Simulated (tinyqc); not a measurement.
Gated graphene, quantum capacitance: two steps of the calculation.

phi is the Fermi level above the Dirac point, in volts; Vg is counted from the gate voltage of charge neutrality. Ideal linear bands, no charge puddles.

Values chosen for this exercise; values close to those of graphene: temperature T = 300 K; Fermi velocity vF = 9.96e5 m/s; density of traps Dit = 0 cm^-2 eV^-1; gate voltage Vg = -1.09 V.

Constants: q = 1.602176634e-19 C, kB = 1.380649e-23 J/K, hbar = 1.054571817e-34 J s, Vt = kB T/q. Results are converted to the units shown.

Problem 1. New phi. N0 = (2/pi)(kB T/(hbar vF))^2; n = N0 F1(phi/Vt), p = N0 F1(-phi/Vt), F1(e) = int_0^infinity u du/(1 + exp(u - e)) = -Li2(-exp(e)); Cq = q d(n - p)/dphi = (q N0/Vt) ln[2 (1 + cosh(phi/Vt))]. Newton: f = phi + q (n - p + Dit phi)/Cox - Vg, phi(new) = phi - f/(1 + (Cq + q Dit)/Cox).

phi after iteration 1 = -0.87435145 V
Cox = 3.5416751 uF/cm^2

Wanted: n; p; Cq; f; phi after iteration 2.

Solution 1.

n = 2.028e-4 cm^-2
p = 5.678e13 cm^-2
Cq = 20.75 uF/cm^2
f = -2.353 V
phi after iteration 2 = -0.5313 V

Problem 2. Charge and capacitances at the solution. 1/C_G = 1/Cox + 1/(Cq + q Dit); dphi/dVg = Cox/(Cox + Cq + q Dit).

converged phi = -0.43847553 V
Cox = 3.5416751 uF/cm^2

Wanted: n - p; Cq; C_G; dphi/dVg.

Solution 2.

n - p = -1.440e13 cm^-2
Cq = 10.41 uF/cm^2
C_G = 2.642 uF/cm^2
dphi/dVg = 0.2539

Cq is 2.94 times Cox, so C_G is 74.6 % of Cox; 40.2 % of the gate voltage has gone into phi.

Program tinyqc, `OMP_NUM_THREADS=1 python tinyqc.py 2200125 2200126 out.jsonl`; Intel Xeon 2.30GHz, shared host, one thread, about 0.01 s.
